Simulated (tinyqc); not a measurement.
From results back to parameters: thresholds of impact ionisation and Auger recombination from band masses. Three cases, with inputs chosen for the exercise.

Problem. For parabolic bands the thresholds of impact ionisation are Eg (1 + 2 mu)/(1 + mu) for electrons and Eg (2 + mu)/(1 + mu) for heavy holes, mu = me/mh. Both are given.

Find: Eg; mu.

Method. The sum is 3 Eg; mu = (E_e - Eg)/(2 Eg - E_e).

Case 1.

thresholds for electrons and holes (eV): 1.662165  2.762835

Solution.

Eg = 1.475 eV
mu = 0.1453

Case 2.

thresholds for electrons and holes (eV): 1.669221  2.821779

Solution.

Eg = 1.497 eV
mu = 0.1300

Case 3.

thresholds for electrons and holes (eV): 1.853610  3.018390

Solution.

Eg = 1.624 eV
mu = 0.1647

Computed by tinyqc, one run a case: `OMP_NUM_THREADS=1 python tinyqc.py N N+1 out.jsonl` with N = 1850129, 1850134, 1850136; one thread of a shared Intel(R) Xeon(R) Processor @ 2.30GHz, about 0.01 s a run at most.
